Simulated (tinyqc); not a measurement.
# Admittance spectroscopy of a deep trap: what changes with what

Schottky contact on an n-type layer with shallow donors Nd (all ionised) and a donor-like deep trap, neutral when filled and positive when empty; depletion approximation. Traps within lam of the depletion edge stay filled. The traps at xt = W - lam, where the level crosses the Fermi level, follow a slow signal and not a fast one. w = 2 pi f.

Values chosen for this exercise; material values close to those of 4H silicon carbide:

| symbol | value | unit | meaning |
|---|---|---|---|
| eps_r | 9.79 |  | relative permittivity |
| Nc | 1.67e19 | cm^-3 | conduction-band density of states at 300 K |
| vth | 1.9e7 | cm/s | thermal velocity at 300 K |
| Nd | 1.3e16 | cm^-3 | shallow donor density |
| Vbi | 1.04 | V | built-in voltage |
| Et | 0.45 | eV | depth of the trap below the conduction edge |
| sn | 5.1e-14 | cm^2 | capture cross-section |
| Nt | 5.8e15 | cm^-3 | trap density |
| Vr | 1 | V | reverse bias |
| T | 247 | K | temperature |

Constants: q = 1.602176634e-19 C, kB = 1.380649e-23 J/K, eps0 = 8.8541878128e-14 F/cm where lengths are in cm. Results are converted to the units shown.

Each table varies one quantity; the others keep the values above.

## Admittance against frequency

Emission rate en = sn vth(T) Nc(T) exp(-Et/kB T) = sn g T^2 exp(-Et/kB T), g = vth Nc/(300 K)^2, as vth goes as T^0.5 and Nc as T^1.5 (degeneracy factor 1). lam = sqrt(2 eps0 eps_r (EF - ET)/(q Nd)), EF - ET = Et - (kB T/q) ln(Nc(T)/Nd), Nc(T) = Nc (T/300 K)^1.5. In the steady state at the band bending V, 2 eps0 eps_r V/q = Nd W^2 + Nt (W - lam)^2 (the second term only if W > lam). V = Vbi + Vr. C_HF = eps0 eps_r/W, C_LF = eps0 eps_r (Nd + Nt)/(Nd W + Nt xt). Inflection frequency w0 = 2 en [1 + Nt xt/(Nd W)]; C = C_HF + (C_LF - C_HF)/(1 + (w/w0)^2), G/w = (C_LF - C_HF)(w/w0)/(1 + (w/w0)^2).

Results:
```
f (Hz)	C (nF/cm^2)	G/w (nF/cm^2)
110	25.89	0.1255
230	25.88	0.2612
490	25.81	0.5443
1100	25.48	1.099
2300	24.62	1.612
4900	23.45	1.451
11000	22.80	0.8157
48000	22.60	0.1992
1e5	22.59	0.09587
```

Estimate the missing row, f = 23000 Hz.

Computed row:
```
f (Hz)	C (nF/cm^2)	G/w (nF/cm^2)
23000	22.64	0.4107
```

With this row back in the table: C falls from 25.9 to 22.6 nF/cm^2, between C_LF = 25.9 and C_HF = 22.6, and G/w goes from 0.126 through a maximum of 1.61 (at f = 2300 Hz among the rows listed) to 0.0959 nF/cm^2. The exact peak is half of the step, 1.66 nF/cm^2, at 2900 Hz.

## Effect of the bias

Same model as above.

V = Vbi + Vr.

Effect of the bias:
```
Vr (V)	W (nm)	xt/W	C_HF (nF/cm^2)	step (nF/cm^2)	step (% of C_HF)
0	282.44	0.43693	30.691	6.4522	21.023
0.9	375.04	0.57597	23.113	3.4786	15.051
1.7	439.33	0.63802	19.731	2.4804	12.572
2.6	500.85	0.68248	17.307	1.8795	10.860
3.4	549.22	0.71044	15.783	1.5482	9.8095
4.3	598.57	0.73432	14.482	1.2930	8.9285
5.1	638.98	0.75112	13.566	1.1283	8.3169
6	681.36	0.76660	12.722	0.98715	7.7594
```

What does the table show?

xt/W rises from 0.437 to 0.767 since lam stays at 159 nm, and the relative step falls from 21.0 to 7.76 %: the nearer xt lies to W in proportion, the less the traps add.

Numbers from tinyqc (`OMP_NUM_THREADS=1 python tinyqc.py 2050048 2050049 out.jsonl`; about 0.01 s on one thread of a shared Intel Xeon 2.30GHz).
